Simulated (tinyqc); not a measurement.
Closing and inverting the gap: three-level Kane dispersion of a narrow-gap semiconductor.

Zero of energy at Gamma8, c = hbar^2/2m0, P^2 = Ep c. The free-electron term and remote bands are left out, so the heavy holes are flat at E = 0 and the other three bands obey E (E - Eg)(E + Dso) = P^2 k^2 (E + 2 Dso/3). The conduction band is the highest root; its edge is Ec = max(Eg, 0).

Constants: hbar^2/2m0 = 3.80998211 eV angstrom^2.

Values chosen for the exercise (out of a larger set: near those of InSb; not measured data): Dso = 0.82 eV (spin-orbit splitting); Ep = 24 eV (Kane energy); k = 0.03 1/angstrom (wave vector).

Eg is varied at fixed k, Dso and Ep. Edge mass: Eg (Eg + Dso)/(Ep (Eg + 2 Dso/3)) for Eg > 0, 3 |Eg|/(2 Ep) for Eg < 0. The Gamma6 weight of the conduction state is 1/(1 + P^2 k^2 [(2/3)/E^2 + (1/3)/(E + Dso)^2]).

Results:
```
Eg (eV)      m0*  highest root (eV)  middle (eV)  lowest (eV)  E - Ec (meV)  Gamma6 weight
-0.400   0.02500             0.1134      -0.4485      -0.8849         113.4          0.189
-0.200   0.01250             0.1635      -0.3179      -0.8656         163.5          0.325
-0.080   0.00500             0.2091      -0.2507      -0.8584         209.1          0.438
-0.020   0.00125             0.2372      -0.2217      -0.8556         237.2          0.500
0.020    0.00124             0.2581      -0.2042      -0.8539         238.1          0.541
0.200    0.01138             0.3709      -0.1430      -0.8479         170.9          0.705
0.400    0.02148             0.5249      -0.1016      -0.8433         124.9          0.824
```

Give the missing row, Eg (eV) = 0.080.

Computed row:
```
Eg (eV)      m0*  highest root (eV)  middle (eV)  lowest (eV)  E - Ec (meV)  Gamma6 weight
0.080    0.00479             0.2923      -0.1807      -0.8516         212.3          0.601
```

The edge mass vanishes with |Eg| from both sides, yet the kinetic energy at this k stays finite, at most 238.1 meV in the table; at Eg = 0 the two-level form, without the split-off band, gives the linear value sqrt(2/3) P k = 234.2 meV. The Gamma6 weight of the conduction state goes smoothly from 0.19 to 0.82 and is 0.50 and 0.54 in the two rows next to Eg = 0: at finite k nothing jumps at the inversion.

tinyqc: `OMP_NUM_THREADS=1 python tinyqc.py 1080099 1080100 out.jsonl`; about 0.01 s, one thread, shared Intel(R) Xeon(R) Processor @ 2.30GHz.
